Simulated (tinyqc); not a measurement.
Thermal boundary conductance by the acoustic and diffuse mismatch models: one step, computed by the program tinyqc. Command: `OMP_NUM_THREADS=1 python tinyqc.py 3019891 3019892 out.jsonl kapitza walk`. One thread of a shared host (Intel(R) Xeon(R) Processor @ 2.30GHz), about 0.01 s of CPU time with the checks.

Each side has one longitudinal and two transverse Debye branches, omega = v q up to q_D = (6 pi^2 n)^(1/3), with n counting all atoms. Scattering at the interface is elastic. Electrons are left out of G, also for metals. Melting is ignored. G refers to the temperatures of the phonons sent towards the interface. Linear branches over all atoms overstate G at high T, most for crystals with several atoms a cell.

Problem. Acoustic mismatch: transmission of each branch. No mode conversion. t(theta) = 4 Z_1 Z_2 cos(theta_1) cos(theta_2)/N^2, with N = Z_2 cos(theta_1) + Z_1 cos(theta_2) for L (the form for pressure waves) and N = Z_1 cos(theta_1) + Z_2 cos(theta_2) for both T branches (the form for shear waves polarised along the interface); sin(theta_2) = (v_2/v_1) sin(theta_1), and t = 0 beyond the critical angle arcsin(v_1/v_2); the mean over the incoming flux is alpha = 2 int t sin(theta_1) cos(theta_1) d theta_1 (64 Gauss-Legendre points).

Structure: film on a substrate.

Branches:
```
branch,v (m/s),cut-off (K),Z (1e6 kg/(m^2 s))
"L, side 1",10400,1465.363,54.4960
"T, side 1",6340,893.308,33.2216
"L, side 2",8040,1073.498,49.7676
"T, side 2",4280,571.464,26.4932
```

Give: Transmission.

Solution.

Transmission:
```
branch,t at normal incidence,largest angle from side 1 (deg),"alpha, 1 to 2","alpha, 2 to 1"
L,0.99794,90,0.94115,0.56247
T,0.98730,90,0.96271,0.43874
```

For L waves from side 1 no critical angle exists, and the mean 0.94 stays near the normal-incidence 1.00. For T waves from side 1 no critical angle exists, and the mean 0.96 stays near the normal-incidence 0.99.
